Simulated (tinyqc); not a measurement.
MOS capacitor on a p-type substrate, surface potential from the exact charge relation: one step of the calculation.

Uniform p-type substrate, Boltzmann statistics, full ionisation, classical densities. psi is the surface potential against the body (positive when the bands bend down) and u = psi/Vt. Traps are spread evenly over the gap and neutral at flat band, so their charge is -q Dit psi; the minority quasi-Fermi level is shifted by Vb.

Problem. Flat band, threshold and scales. ni = sqrt(Nc Nv) exp(-Eg/(2 Vt)), Eg in volts; phiF = Vt ln(N/ni); Cox = eps0 eox/tox; Vfb = phiM - chi - (Eg - Vt ln(Nv/N)) - q Nf/Cox; Q0 = sqrt(2 eps0 eps_r q N Vt); r = (ni/N)^2 exp(-Vb/Vt); VT = Vfb + [(2 phiF + Vb)(1 + q Dit/Cox) + sqrt(2 eps0 eps_r q N (2 phiF + Vb))/Cox].

Parameters, values chosen for the exercise; band and dielectric values close to those of 4H silicon carbide: temperature T = 400 K; band gap Eg = 3.28 eV; relative permittivity eps_r = 9.55; conduction-band density of states at T Nc = 2.57e19 cm^-3; valence-band density of states at T Nv = 3.86e19 cm^-3; electron affinity chi = 3.6 eV; acceptor density of the substrate N = 1.1e18 cm^-3; relative permittivity of the gate insulator (close to silicon dioxide) eox = 3.9; insulator thickness tox = 4.1 nm; gate work function phiM = 3.76 eV; fixed charge at the interface, in units of q Nf = 0 cm^-2; density of interface traps Dit = 0 cm^-2 eV^-1; reverse bias of the inversion layer against the body Vb = 0.8 V.

Constants: q = 1.602176634e-19 C, kB = 1.380649e-23 J/K, Vt = kB T/q, eps0 = 8.8541878128e-14 F/cm where lengths are in cm. Results are converted to the units shown.

Give: ni; phiF; Cox; Vfb; Q0; r; VT.

Solution.

ni = 0.068418 cm^-3
phiF = 1.5244 V
Cox = 0.84223 uF/cm^2
Vfb = -2.9974 V
Q0 = 101.36 nC/cm^2
r = 3.2211e-49
VT = 2.1230 V

Program tinyqc, `OMP_NUM_THREADS=1 python tinyqc.py 2060033 2060034 out.jsonl`; Intel Xeon 2.30GHz, shared host, one thread, about 0.01 s.
